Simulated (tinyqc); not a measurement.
Scattering rates of a carrier in a spherical band by Fermi's golden rule: one step, computed by the program tinyqc. Command: `OMP_NUM_THREADS=1 python tinyqc.py 3010037 3010038 out.jsonl scatter walk`. One thread of a shared host (Intel(R) Xeon(R) Processor @ 2.30GHz), about 0.01 s of CPU time with the checks.

All processes here are isotropic or elastic, and the rate listed is the momentum relaxation rate.

Task: The band at energy E. Kane band: hbar^2 k^2/(2 m) = E (1 + alpha E), speed v = hbar k/(m (1 + 2 alpha E)), states per spin, volume and energy g(E) = m k (1 + 2 alpha E)/(2 pi^2 hbar^2); overlap factors are set to 1. Masses are multiplied by m_0 and all formulas are in SI units.

Inputs (values chosen for the exercise, modelled on electrons in silicon): density-of-states mass of one valley m = 0.324 m_0; non-parabolicity alpha = 0.5 1/eV; carrier energy E = 25 meV.

Crystal: non-polar. Band: Kane. Impurity formula: Conwell-Weisskopf. Further scattering: alloy.

Constants: m_0 = 9.1093837015e-31 kg; e = 1.602176634e-19 C; hbar = 1.054571817e-34 J s.

Give: wave number k; speed v; g(E).

Result:

wave number k = 0.4640 1/nm

speed v = 1.617e+05 m/s

g(E) = 1.024e+20 1/(eV cm^3)

Non-parabolicity raises g(E) by a factor 1.031 and changes the speed by a factor 0.982 against a parabolic band at the same E.
